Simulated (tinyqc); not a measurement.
Conductance steps with and without the scatterer: conductance of a narrow metal strip with scatterers (square lattice, Green functions).

A strip of W sites across with hard walls, site energy 0 and hopping -t. Mode n = 1 to W has profile chi_n(j) = sqrt(2/(W + 1)) sin(n j pi/(W + 1)) and energy en = -2t cos(n pi/(W + 1)); E = en - 2t cos(kn a). With z_n = exp(i kn a) (Im k > 0 for closed modes, |z| < 1) each lead gives the self-energy -t z_n in mode n. One column carries the site energies v, here one foreign atom. In the mode basis V_nm = sum_j chi_n(j) v_j chi_m(j), G = (E - en + 2 t z_n - V)^-1, and t_nm = 2t sqrt(sin(kn a) sin(km a)) G_nm in size for open modes. T = sum |t_nm|^2, conductance (2e^2/h) T.

Values chosen for the exercise (out of a larger set: hopping and spacing of the size met in Cu or Al; the lattice is a model; not measured data):

| symbol | value | unit | meaning |
|---|---|---|---|
| t | 1.05 | eV | hopping |
| W | 4 |  | sites across |
| v | (0, 0, -3.9, 0) | eV | site energies in the scattering column |

E is varied across the lower half of the band.

Against energy:

| E/t | E (eV) | open modes | T | reflected |
|---|---|---|---|---|
| -3.30 | -3.465 | 1 | 0.0424 | 0.9576 |
| -2.95 | -3.098 | 1 | 0.0062 | 0.9938 |
| -2.65 | -2.783 | 1 | 0.6118 | 0.3882 |
| -2.30 | -2.415 | 2 | 1.0838 | 0.9162 |
| -1.95 | -2.047 | 2 | 1.0465 | 0.9535 |
| -1.65 | -1.732 | 2 | 1.0000 | 1.0000 |
| -1.30 | -1.365 | 3 | 2.0376 | 0.9624 |
| -0.95 | -0.998 | 3 | 2.0141 | 0.9859 |
| -0.65 | -0.682 | 3 | 2.0345 | 0.9655 |
| -0.30 | -0.315 | 4 | 3.0643 | 0.9357 |
| 0.05 | 0.052 | 4 | 3.1103 | 0.8897 |

How do the results move, and what explains it?

The clean strip goes from 1 to 4 open modes. The reflected flux ranges from 0.388 (E/t = -2.65) to 1.000 (E/t = -1.65). A scatterer on one site acts on one combination of modes only, so it can reflect at most one unit.

Computed by tinyqc, a small Python program: `OMP_NUM_THREADS=1 python tinyqc.py 1452527 1452528 out.jsonl` (the numbers bound the seed that draws the inputs); one thread of a shared host (Intel(R) Xeon(R) Processor @ 2.30GHz), about 0.01 s for the whole set of steps.
